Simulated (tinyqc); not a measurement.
Inside a calculation. Model: dopants and charged point defects at anneal temperature: Fermi-level effect, clustering and pairing. Computed by tinyqc, a small Python program that keeps every step. Command: `OMP_NUM_THREADS=1 python tinyqc.py 3005731 3005732 out.jsonl pairing walk`. One thread of a shared host (Intel(R) Xeon(R) Processor @ 2.30GHz), about 0.02 s of CPU time with the checks. Intermediate numbers are printed to about 5 digits and carried at full precision; extremes and crossings named in words are read from the listed rows.

Boltzmann statistics and full ionisation of active dopants. Energies are counted from the valence band; the defect (a vacancy or self-interstitial) has five charge states, with all degeneracy factors one.

Inputs (values chosen for the exercise, for a model semiconductor):
```
quantity,value,unit
gap at 0 K E_g0,1.49,eV
Varshni alpha,0.000446,eV/K
Varshni beta,170,K
electron mass m_e,0.0651,m_0
valleys M_c,1,-
hole mass m_h,0.635,m_0
anneal temperature T,950,K
total dopant density N,1.3e+20,cm^-3
formation enthalpy of the neutral defect H_f,3.14,eV
formation entropy S_f,4.4,k_B
site density N_s,2.6e+22,cm^-3
intrinsic dopant diffusivity D_i,8.7e-17,cm^2/s
anneal time t,200,s
dopant atoms per cluster k,4,-
cluster binding energy E_b,2.03,eV
```

Dopant: acceptor. Second part: clustering of the dopant.

defect levels as fractions of E_g(T): (2+/+), (+/0), (0/-), (-/2-): [0.15, 0.34, 0.53, 0.95]

Constants: m_0 = 9.1093837015e-31 kg; k_B = 1.380649e-23 J/K; h = 6.62607015e-34 J s; k_B = 8.617333262e-05 eV/K.

## The host at the anneal temperature

E_g = E_g0 - alpha T^2/(T + beta). N_c = 2 M_c (2 pi m_e k_B T/h^2)^(3/2) and N_v = 2 (2 pi m_h k_B T/h^2)^(3/2), masses in units of m_0. n_i = sqrt(N_c N_v) exp(-E_g/2 k_B T); E_i = E_g/2 + (k_B T/2) ln(N_v/N_c).

E_g = 1.1306 eV

k_B T = 0.081865 eV

n_i = 1.2995e+16 cm^-3

E_i = 0.70515 eV

effective density of states N_b of the majority band = 7.1554e+19 cm^-3

## Active and clustered dopant

p = A/2 + sqrt(A^2/4 + n_i^2) for an active density A. k ionised dopants and k carriers form one neutral cluster: C = N_s (A/N_s)^k (p/N_b)^k exp(E_b/k_B T), N_b the effective density of states of the majority band, and N = A + k C (60 bisections in ln A between ln N - 90 and ln N).

active density A = 2.5923e+19 cm^-3

clusters C = 2.6019e+19 cm^-3

active share = 0.19941

80 % of the dopant is lost to clusters.

## Carrier density and Fermi level

chi = n/n_i (for acceptors n_i/p); E_F = E_i + k_B T ln chi; field enhancement h = 1 + A/sqrt(A^2 + 4 n_i^2).

p = 2.5923e+19 cm^-3

chi = 5.0128e-04

E_F = 0.083118 eV

field enhancement h = 2.0000

The doping is 1990 n_i: extrinsic conditions.

## Charged defects

C_0 = N_s exp(S_f/k_B) exp(-H_f/k_B T). Ratios to the neutral state at E_F = E_i: r_+ = exp((E(+/0) - E_i)/k_B T), r_2+ = r_+ exp((E(2+/+) - E_i)/k_B T), r_- = exp((E_i - E(0/-))/k_B T), r_2- = r_- exp((E_i - E(-/2-))/k_B T); at other E_F state q scales as chi^(-q). The enhancement is sum r_q chi^(-q)/sum r_q. The charge on the defects is left out of neutrality.

neutral defects C_0 = 4.6567e+07 cm^-3

Charge states:
```
state,ratio r,intrinsic (cm^-3),doped (cm^-3)
2+,2.8659e-05,1.3346e+03,5.3110e+09
+,1.9881e-02,9.2579e+05,1.8468e+09
0,1.0000e+00,4.6567e+07,4.6567e+07
-,3.6472e+00,1.6984e+08,8.5137e+04
2-,4.0252e-02,1.8744e+06,4.7101e-01
```

all defects, doped = 7.2045e+09 cm^-3

enhancement over intrinsic = 32.866

mean charge = 1.7307 e

Doping leaves the neutral state alone and multiplies the total by 32.9; the most common state is 2+ (in intrinsic material -).

## Dopant diffusivity

If every charge state of the defect carries the dopant equally well, D = D_i x enhancement x h x (active share A/N, a rough stand-in that overstates the dA/dN which immobile clusters call for), D_i being an input held fixed when T or H_f is moved; diffusion length 2 sqrt(D t).

effective diffusivity D = 1.1404e-15 cm^2/s

D/D_i = 13.108

diffusion length = 9.5515 nm

## Against doping

chi = n/n_i; h = 1 + A/sqrt(A^2 + 4 n_i^2); the dopant diffusivity over its intrinsic value is D/D_i = enhancement x h x A/N, if every charge state carries the dopant equally well.

Trend at the anneal temperature:
```
N (cm^-3),active A (cm^-3),chi,defect enhancement,mean charge,D/D_i
3.90e+14,3.9000e+14,9.8511e-01,0.988,-0.7847,1.003
2.10e+15,2.1000e+15,9.2246e-01,0.939,-0.7717,1.015
1.10e+16,1.1000e+16,6.6264e-01,0.736,-0.6991,1.023
6.00e+16,6.0000e+16,2.0728e-01,0.394,-0.3571,0.755
3.20e+17,3.2000e+17,4.0543e-02,0.352,0.2278,0.702
1.70e+18,1.7000e+18,7.6437e-03,0.875,0.8628,1.750
9.10e+18,9.0765e+18,1.4317e-03,6.134,1.4492,12.235
4.90e+19,2.1909e+19,5.9313e-04,24.639,1.6937,22.034
2.60e+20,2.8646e+19,4.5365e-04,39.107,1.7510,8.617
```

Well below n_i = 1.30e16 cm^-3 chi and the enhancement are near 1. At any doping d ln(enhancement)/d ln chi equals minus the mean charge, which goes from -0.78 to +1.75 over the rows. The defect density first falls, because doping removes the states with the sign of the ionised dopant before it feeds the opposite ones. Clustering bends A over: its exponent in N falls to 0.16, towards 1/(2k) = 0.125, and D/D_i peaks at N = 4.9e19 cm^-3.

## Activation against anneal temperature

The formulas are those given above.

Equilibrium activation:
```
T (K),n_i (cm^-3),active A (cm^-3),clusters C (cm^-3),active share
570,1.1444e+13,2.2960e+18,3.1926e+19,0.01766
660,1.2031e+14,5.1694e+18,3.1208e+19,0.03976
760,8.8206e+14,1.0282e+19,2.9930e+19,0.07909
860,4.1728e+15,1.7563e+19,2.8109e+19,0.13510
950,1.2995e+16,2.5923e+19,2.6019e+19,0.19941
1040,3.3686e+16,3.5829e+19,2.3543e+19,0.27561
1140,8.2414e+16,4.8336e+19,2.0416e+19,0.37182
```

The active share goes from 0.0177 at 570 K to 0.372 at 1140 K, so a layer activated by a hot, short anneal is metastable and deactivates in later, cooler steps if the dopant can move. Over the first three rows, where most dopant is clustered, a fit of ln A rises with slope 0.294 eV against -1/k_B T, near E_b/(2k) = 0.254 eV plus 0.75 k_B T.

Checks made by the program: conservation of the dopant (relative difference below 1e-10); ratios against Boltzmann factors of formation energies at E_F (relative difference below 1e-10).
